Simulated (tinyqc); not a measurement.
Van der Pauw, Hall and four-point-probe measurements on a doped layer: two steps of the calculation.

A uniform n-type layer with sheet resistance Rs = 1/(q ns mu), point contacts, low field (mu B small).

Inputs (values chosen for the exercise):
```
symbol,value,unit,meaning
ns,3.3e14,cm^-2,sheet density of the layer
mu,160,cm^2/(V s),drift mobility
rH,0.8,,Hall factor
B,1,T,magnetic field
I,50,uA,current
ar,1.85,,side ratio a/b of a rectangular sample with corner contacts
```

Constants: q = 1.602176634e-19 C. Results are converted to the units shown.

Task 1. Resistances and Hall voltage. Rs = 1/(q ns mu). For a rectangle with contacts at the corners, RA = (8 Rs/pi) sum_(k>=0) ln coth((2k + 1) pi a/(2 b)) with current along a short side b and voltage along the opposite one, RB the same with a and b exchanged; Hall voltage VH = rH B I/(q ns), negative for electrons.

Give: Rs; RA; RB; VH.

Result 1.

Rs = 118.21 ohm/square
RA = 1.8011 ohm
RB = 115.26 ohm
VH = -0.075655 mV

RB/RA = 64.0; for a square both equal Rs ln 2/pi = 26.1 ohm.

Task 2. New z. The van der Pauw equation exp(-pi RA z) + exp(-pi RB z) = 1 is solved for z = 1/Rs: e1 = exp(-pi RA z), e2 = exp(-pi RB z), f = e1 + e2 - 1, f' = -pi (RA e1 + RB e2), z(new) = z - f/f'.

z at the start = 3.7695789 mS
RA = 1.8010871 ohm
RB = 115.26005 ohm

Wanted: e1; e2; f; f'; z after iteration 1.

Result 2.

e1 = 0.97890
e2 = 0.25539
f = 0.23429
f' = -0.098015 kohm
z after iteration 1 = 6.1599 mS

Computed by the program tinyqc: `OMP_NUM_THREADS=1 python tinyqc.py 2850169 2850170 out.jsonl`, one thread of a shared Intel Xeon 2.30GHz, about 0.01 s for the whole run.
